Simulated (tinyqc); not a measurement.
Inside a calculation. Method: RHF in the 6-31g basis, for H2, spin multiplicity 1. One step of it, computed by the program tinyqc.

Question. Iteration 2: building the Fock matrix. J_ij = sum D_kl (ij|kl), K_ij = sum D_kl (ik|jl); F = H + J - 0.5 K; E = tr D H + tr D J / 2 - 0.25 tr D K + E_nn.

D after iteration 1, order 1H 1s, 1H 2s, 2H 1s, 2H 2s:
```
[[0.518465, -0.266037, -0.291752, 0.963901],
 [-0.266037, 0.566701, 0.545316, -0.864255],
 [-0.291752, 0.545316, 0.527986, -0.882348],
 [0.963901, -0.864255, -0.882348, 2.109667]]
```

core Hamiltonian H = T + V (hartree), order 1H 1s, 1H 2s, 2H 1s, 2H 2s:
```
[[-1.009383, -0.944881, -0.894860, -0.821134],
 [-0.944881, -0.940627, -0.821134, -0.878526],
 [-0.894860, -0.821134, -1.009383, -0.944881],
 [-0.821134, -0.878526, -0.944881, -0.940627]]
```

Two-electron integrals (ij|kl) in chemists' order, unique and non-zero (hartree):
```
(11|11) 1.076566   (21|11) 0.578470   (21|21) 0.329423   (22|11) 0.587396
(22|21) 0.361304   (22|22) 0.453150   (31|11) 0.461587   (31|21) 0.261151
(31|22) 0.282429   (31|31) 0.248462   (32|11) 0.370527   (32|21) 0.223047
(32|22) 0.265551   (32|31) 0.217958   (32|32) 0.210882   (33|11) 0.697440
(33|21) 0.424773   (33|22) 0.508985   (33|31) 0.461587   (33|32) 0.457932
(33|33) 1.076566   (41|11) 0.457932   (41|21) 0.261549   (41|22) 0.288198
(41|31) 0.217958   (41|32) 0.189399   (41|33) 0.370527   (41|41) 0.210882
(42|11) 0.494067   (42|21) 0.305319   (42|22) 0.386962   (42|31) 0.255715
(42|32) 0.249340   (42|33) 0.494067   (42|41) 0.249340   (42|42) 0.345569
(43|11) 0.424773   (43|21) 0.259852   (43|22) 0.318477   (43|31) 0.261151
(43|32) 0.261549   (43|33) 0.578470   (43|41) 0.223047   (43|42) 0.305319
(43|43) 0.329423   (44|11) 0.508985   (44|21) 0.318477   (44|22) 0.415336
(44|31) 0.282429   (44|32) 0.288198   (44|33) 0.587396   (44|41) 0.265551
(44|42) 0.386962   (44|43) 0.361304   (44|44) 0.453150
```

nuclear repulsion = 0.77139535 hartree

Give: Coulomb J; exchange K; Fock matrix F; total energy of this density.

Answer.

Coulomb J (hartree), order 1H 1s, 1H 2s, 2H 1s, 2H 2s:
```
[[1.4393, 0.8343, 0.7100, 0.6788],
 [0.8343, 0.9636, 0.6491, 0.8575],
 [0.7100, 0.6491, 1.3012, 0.7839],
 [0.6788, 0.8575, 0.7839, 0.9509]]
```

exchange K (hartree), order 1H 1s, 1H 2s, 2H 1s, 2H 2s:
```
[[1.0747, 0.8159, 0.6604, 0.7583],
 [0.8159, 0.7149, 0.5819, 0.6960],
 [0.6604, 0.5819, 0.6564, 0.5966],
 [0.7583, 0.6960, 0.5966, 0.7107]]
```

Fock matrix F (hartree), order 1H 1s, 1H 2s, 2H 1s, 2H 2s:
```
[[-0.1075, -0.5185, -0.5150, -0.5215],
 [-0.5185, -0.3345, -0.4630, -0.3690],
 [-0.5150, -0.4630, -0.0363, -0.4593],
 [-0.5215, -0.3690, -0.4593, -0.3451]]
```

total energy of this density = -0.388278 hartree

This density is a damped mixture and is not idempotent.
